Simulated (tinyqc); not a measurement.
# Area and perimeter leakage from two diodes

Problem. A square diode and a finger diode leak I = JA area + JP perimeter. Find JA, JP and the side of the square at which both parts are equal.

areas (um^2): 10000  252000
perimeters (um): 400  51660
leakage currents (pA): 0.0446  3.3692400

Solution. Two linear equations give JA and JP; for a square of side a, JA a^2 = 4 JP a at a = 4 JP/JA.

JA = 2.30e-10 A/cm^2
JP = 5.40e-13 A/cm
side for equal parts = 93.9 um

tinyqc, about 0.01 s, one thread, Intel Xeon 2.30GHz (shared host): `OMP_NUM_THREADS=1 python tinyqc.py 2290049 2290050 out.jsonl`
